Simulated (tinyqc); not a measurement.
Velocity overshoot from momentum and energy balance equations after a field step: one step, computed by the program tinyqc.

At t = 0 the field jumps from 0 to F in a uniform sample. v is the drift velocity and u = w - (3/2) k_B T the excess energy per carrier.

Question. Constants and steady state. dv/dt = e F/m - v/tau_m(u), du/dt = e F v - u/tau_E, tau_m(u) = tau_0/(1 + c u), tau_0 = m mu_0/e, c = mu_0/(e tau_E v_s^2); this choice gives the steady state v (1 + mu_0 F v/v_s^2) = mu_0 F, which saturates at v_s. Steady velocity v = 2 mu_0 F/(1 + sqrt(1 + 4 (mu_0 F/v_s)^2)); u = e F v tau_E; carrier temperature T + 2u/(3 k_B), neglecting the drift energy m v^2/2.

Inputs (values chosen for the exercise, modelled on electrons in silicon except for tau_E):
```
quantity,value,unit
effective mass m,0.27,m_0
low-field mobility mu_0,1400,cm^2/(V s)
saturation velocity v_s,1,1e7 cm/s
energy relaxation time tau_E,0.71,ps
field after the step F,5.1,kV/cm
lattice temperature T,300,K
```

Scheme: implicit in the damping.

Constants: m_0 = 9.1093837015e-31 kg; e = 1.602176634e-19 C; k_B = 8.617333262e-05 eV/K.

Give: tau_0; c; acceleration e F/m; steady velocity; steady excess energy; steady carrier temperature.

Answer.

tau_0 = 214.9 fs

c = 19.72 1/eV

acceleration e F/m = 0.003322 1e7 cm/s per fs

steady velocity = 0.5205 1e7 cm/s

steady excess energy = 0.01885 eV

steady carrier temperature = 445.8 K

tau_E/tau_0 = 3.30, and in the steady state tau_m has shrunk to 156.7 fs.
